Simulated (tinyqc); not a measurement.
Heterojunction of two tight-binding chains: sweeps and comparisons. A value that a table varies takes the place of the one given here.

Left chain: hopping -t1, sites at 2 t1 (band bottom 0). Right chain: hopping -t2, sites at dE + 2 t2 (bottom dE). t = c/(m a^2), c = hbar^2/2m0. The bond across the interface is -tc with tc = f sqrt(t1 t2), and the last left site has the extra energy U. In a chain E = bottom + 2t (1 - cos(ka)); the surface Green function of a half chain is g = -exp(ika)/t, with Im k > 0 where cos(ka) > 1.

Constants: hbar^2/2m0 = 3.80998211 eV angstrom^2.

Parameters, chosen for this exercise (masses and offset of the size met at InGaAs / InP; shifted at random, so the results belong to these values and not to a real crystal):
- a = 4 angstrom (site spacing)
- m1 = 0.038 m0 (mass on the left)
- m2 = 0.087 m0 (mass on the right)
- dE = 0.27 eV (band offset)
- f = 1.15 (factor on the interface hopping)
- U = -0.61 eV (extra energy on the last left site)
- E = 0.295 eV (electron energy)

## Transmission against energy, and which matching rule a chain obeys

Chain A is the junction as given; chain B has tc = sqrt(t1 t2) and U = 0; chain C has tc = t2 and U = t2 - t1, the finite-difference form of -d/dx (c/m) d/dx. Continuum formulas T = 4 x y/(x + y)^2 with parabolic k: x, y = k/m on each side (BenDaniel-Duke) or x, y = k (slope continuous).

T:
```
E - dE (eV)  E (eV)  chain A  chain B  chain C  k/m matched  k matched
0.002         0.272   0.1168   0.4049   0.2020       0.2030     0.4066
0.005         0.275   0.1782   0.5610   0.2991       0.3005     0.5630
0.010         0.280   0.2420   0.6897   0.3931       0.3948     0.6917
0.020         0.290   0.3234   0.8123   0.5021       0.5041     0.8140
0.050         0.320   0.4576   0.9358   0.6547       0.6569     0.9368
0.100         0.370   0.5730   0.9854   0.7590       0.7613     0.9857
0.200         0.470   0.6882   1.0000   0.8395       0.8420     1.0000
0.400         0.670   0.7882   0.9935   0.8918       0.8951     0.9939
```

What does this show, and why?

Chain C follows the k/m rule within 0.0032 and chain B the plain k rule within 0.0020, while the two rules differ by up to 0.3099: in B the self-energy of the right side is -t1 exp(i k2 a), so only k2 enters, and in C it is -t2 exp(i k2 a), which carries 1/m2. Chain A, with f = 1.15 and U = -0.61 eV, has an interface term of its own and lies up to 0.4889 from B and 0.1972 from C.

## When the interface binds a state

A state below both bands solves E - 2 t1 - U - S1(E) - S2(E) = 0 for E < 0, with S1 = -t1 z1, S2 = -(tc^2/t2) z2 and |z| < 1 the decaying root of z + 1/z = 2 - (E - bottom)/t. Decay lengths -a/ln|z|. The threshold is the U that solves the equation at E = 0. A dash: no bound state.

Interface state:
```
U (eV)   E (eV)  decay left (angstrom)  decay right (angstrom)
-0.06         -                      -                       -
-0.12         -                      -                       -
-0.18         -                      -                       -
-0.23   -0.0001                 1022.7                    12.8
-0.27   -0.0006                  401.6                    12.8
-0.33   -0.0022                  215.5                    12.7
-0.41   -0.0054                  136.5                    12.7
-0.62   -0.0187                   73.3                    12.4
```

threshold U = -0.2051 eV

What can be read from the table?

The step pushes the state out, the strengthened bond draws it in less strongly, so an attraction must exceed 0.2051 eV to bind; 5 of the 8 rows are bound. At U = -0.62 eV the state decays over 73.3 angstrom to the left and 12.4 to the right, where the band lies higher.

## What each parameter does

T = 4 Im(S1) Im(S2) |G|^2 with G = 1/(E - 2 t1 - U - S1 - S2), S1 = -t1 exp(i k1 a), S2 = -(tc^2/t2) exp(i k2 a). Each row changes one parameter from the base and keeps the others.

Results:
```
case                   T    k1 a    k2 a
base              0.3534  0.2174  0.0956
m1 = 0.0456 m0    0.3462  0.2382  0.0956
m2 = 0.1044 m0    0.3781  0.2174  0.1047
dE = 0.22 eV      0.5100  0.2174  0.1657
f = 1.035         0.6480  0.2174  0.0956
U = -0.41 eV      0.3872  0.2174  0.0956
a = 3.2 angstrom  0.3014  0.1738  0.0765
```

How do the results move?

The largest shifts from the base row, up to three for each result and ties (the steps differ in size, so this ranks the rows, not the parameters). T: f +0.2946, dE +0.1566, a -0.0520. k1 a: a -0.0436, m1 +0.0208; unchanged at the printed digits by m2, dE, f and U. k2 a: dE +0.0701, a -0.0191, m2 +0.0091; unchanged at the printed digits by m1, f and U.

Program tinyqc; command `OMP_NUM_THREADS=1 python tinyqc.py 1482336 1482337 out.jsonl`; about 0.01 s on one thread of a shared Intel(R) Xeon(R) Processor @ 2.30GHz.
